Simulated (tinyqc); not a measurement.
Input admittance of a MOSFET at zero drain bias: distributed channel and distributed gate: two steps of the calculation.

Source and drain grounded, strong inversion, w = 2 pi f, Cox = eps0 eox/tox. The channel is an RC line of resistance 1/(mu Cox Vo) per square fed from both ends, so one finger has the intrinsic admittance y = i w Cox L tanh(g)/g per width, g = (1/2) sqrt(i w tau), tau = L^2/(mu Vo). The vertical resistance rv/L is in series with y, the overlaps 2 i w Cov in parallel: y_t = 1/(1/y + rv/L) + 2 i w Cov. The gate strip is a line of Rsh/L per length loaded by y_t, so a finger has Y = y_t Wf tanh(k)/k, k = (Wf/sd) sqrt(y_t Rsh/L); the device has Nf Y.

Parameters, values chosen for the exercise; values of the order met in silicon radio-frequency transistors:
- eox = 3.9 (relative permittivity of the gate insulator (close to silicon dioxide))
- tox = 3.8 nm (insulator thickness)
- L = 0.95 um (channel length)
- Wf = 0.95 um (finger width)
- Nf = 8 (number of fingers)
- mu = 130 cm^2/(V s) (channel mobility)
- Vo = 0.79 V (gate overdrive)
- Rsh = 29 ohm/square (sheet resistance of the gate)
- rv = 1.2 ohm um^2 (vertical resistivity of the gate stack)
- sd = 1 (number of ends at which a finger is contacted)
- Cov = 0.26 fF/um (overlap and fringe capacitance on each side)
- f = 1.9 GHz (frequency)

Constants: eps0 = 8.8541878128e-14 F/cm where lengths are in cm. Results are converted to the units shown.

Question 1. Low-frequency resistances and capacitance. Low-frequency limits, with c = Cox L and ct = c + 2 Cov: R_strip = Rsh Wf/(3 sd^2 L Nf), R_ch = (c/ct)^2 L/(12 mu Cox Vo Wf Nf), R_vert = (c/ct)^2 rv/(L Wf Nf), C = ct Wf Nf.

Give: parts; sum; C; 1/(2 pi R C).

Answer 1.

parts (ohm): strip 1.2083, channel 99.294, vertical 0.14786
sum = 100.65 ohm
C = 69.562 fF
1/(2 pi R C) = 22.732 GHz

The channel term is the largest, 98.7 % of the sum.

Question 2. Admittance of the channel and stack per width. tau, g, c = Cox L, y and y_t as defined.

Find: tau; g; c; y; y_t.

Answer 2.

tau = 87.877 ps
g = 0.36213+0.36213i
c = 8.6328 fF/um
y = 8.91+102.12i uS/um
y_t = 8.92+108.33i uS/um

w tau = 1.05, and Im y is 0.991 of w c.

Program tinyqc, `OMP_NUM_THREADS=1 python tinyqc.py 2262241 2262242 out.jsonl`; Intel Xeon 2.30GHz, shared host, one thread, about 0.01 s.
